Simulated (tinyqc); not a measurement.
A discretised effective-mass wire between two leads, recursive Green functions: one step of the calculation.

Finite differences on a grid of step a give a chain with hopping -t, t = C/(m a^2), C = hbar^2/(2 m0), and site energies 2 t + U_i for the N = 6 sites of the device; the semi-infinite leads have site energy 2 t. Each slice is one site, and V = -t couples neighbouring slices.

Question. States fed from the left, and the bond current. The full first column follows backwards from c_N = G_(N,1): c_i = G_(i,1)(forward) + g_i V^dagger c_(i+1). The density of states fed by the left lead is Gamma |c_i|^2/(2 pi), and the current on bond i is 2 t Gamma Im(c_(i+1) conj(c_i)) in units of T(E).

Inputs (values chosen for the exercise):
- m = 0.042 m0 (effective mass)
- a = 1.1 nm (grid step)

Constants: q = 1.602176634e-19 C, hbar = 1.054571817e-34 J s, m0 = 9.1093837015e-31 kg, hbar^2/(2 m0) = 0.0380998212 eV nm^2. Results are converted to the units shown.

g_i, site 1 to 6 (1/eV): [-1.2128793-0.5550841i, -0.7796059-0.2024016i, -0.6876737-0.0541300i, -0.6677740-0.0135723i, -0.6630783-0.0033541i, -1.5928159-1.6178386i]
G_(i,1) of the forward pass, site 1 to 6 (1/eV): [-1.2128793-0.5550841i, -0.6246646-0.5084741i, -0.3014112-0.2874935i, -0.1479705-0.1469951i, -0.0731881-0.0734449i, 0.0016844-0.1764728i]
Gamma = 0.62397237 eV

Wanted: c_i; density fed from the left; bond current.

Answer.

c_i, site 1 to 6 (1/eV): [-1.5928-1.6178i, -0.7877-0.8083i, -0.3861-0.4127i, -0.1823-0.2284i, -0.0719-0.1612i, 0.0017-0.1765i]
density fed from the left, site 1 to 6 (1/eV): [0.51188, 0.12650, 0.03172, 0.00848, 0.00309, 0.00309]
bond current, bond 1 to 5: [0.012126, 0.012126, 0.012126, 0.012126, 0.012126]

The bond current is the same on every bond and equals T(E): the current is conserved.

Numbers from tinyqc (`OMP_NUM_THREADS=1 python tinyqc.py 2660012 2660013 out.jsonl`; about 0.01 s on one thread of a shared Intel Xeon 2.30GHz).
